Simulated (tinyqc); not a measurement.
Inside a calculation. Method: Jacobi rotations on a symmetric matrix. Computed by tinyqc, a small Python program that keeps every step. Settings: method = jacobi. Command: `OMP_NUM_THREADS=1 python tinyqc.py 24523 24524 out.jsonl` (the two numbers bound the seeds that draw the settings). One thread of a shared host (Intel(R) Xeon(R) Processor @ 2.60GHz), about 0.01 s of CPU time with the checks.

## Jacobi rotation 1

A, lower triangle:
```
          1        2         3         4        5        6
1   0.01000
2   0.08100  0.18600
3   0.21100  0.44200   0.51300
4   0.17000  0.09500   0.21700   0.79000
5   0.13900  0.24100  -0.25300  -0.18500  1.34800
6  -0.13000  0.02200   0.07000   0.15700  0.63200  2.26800
```

Take the largest off-diagonal element A_pq; tan 2 theta = 2 A_pq / (A_qq - A_pp) with |theta| <= pi/4; A' = J^T A J with J_pp = J_qq = cos, J_pq = sin, J_qp = -sin.

p, q, theta (rad): 5.00000  6.00000  0.47081

A', lower triangle:
```
          1        2         3         4        5        6
1   0.01000
2   0.08100  0.18600
3   0.21100  0.44200   0.51300
4   0.17000  0.09500   0.21700   0.79000
5   0.18285  0.20480  -0.25723  -0.23609  1.02632
6  -0.05280  0.12893  -0.05238   0.05600  0.00000  2.58968
```

## Jacobi rotation 2

As before.

p, q, theta (rad): 2.00000  3.00000  0.60825

A', lower triangle:
```
          1         2         3         4        5        6
1   0.01000
2  -0.05410  -0.12177
3   0.21944   0.00000   0.82077
4   0.17000  -0.04604   0.23237   0.79000
5   0.18285   0.31506  -0.09406  -0.23609  1.02632
6  -0.05280   0.13573   0.03069   0.05600  0.00000  2.58968
```

## All rotations

The off-diagonal norm falls at every rotation.

Rotations:
```
step    p    q      theta  off-diagonal norm
1       5    6    0.47081           1.05e+00
2       2    3    0.60825           8.47e-01
3       2    5    0.25097           7.20e-01
4       4    5   -0.49362           6.35e-01
5       1    4    0.30483           5.48e-01
6       3    4   -0.68614           4.51e-01
7       4    5    0.18842           4.08e-01
8       3    5   -0.39676           3.63e-01
9       2    6    0.04695           3.11e-01
10      1    3    0.12679           2.51e-01
11      1    4   -0.17964           1.93e-01
...   ...  ...        ...                ...
34      2    3    0.00007           6.59e-05
35      4    5   -0.00006           2.07e-05
36      2    4  -1.36e-05           1.35e-05
37      3    4   2.20e-05           3.93e-06
38      5    6  -2.17e-06           1.70e-07
39      1    4  -1.93e-07           5.31e-08
40      1    2  -1.37e-07           3.13e-08
41      1    6   6.59e-09           1.92e-08
42      2    6   4.07e-09           9.86e-09
43      1    5   4.45e-09           4.85e-09
44      3    5  -9.37e-09           1.10e-09
```

eigenvalues: -0.26541  -0.04474  0.54658  0.96107  1.31784  2.59967
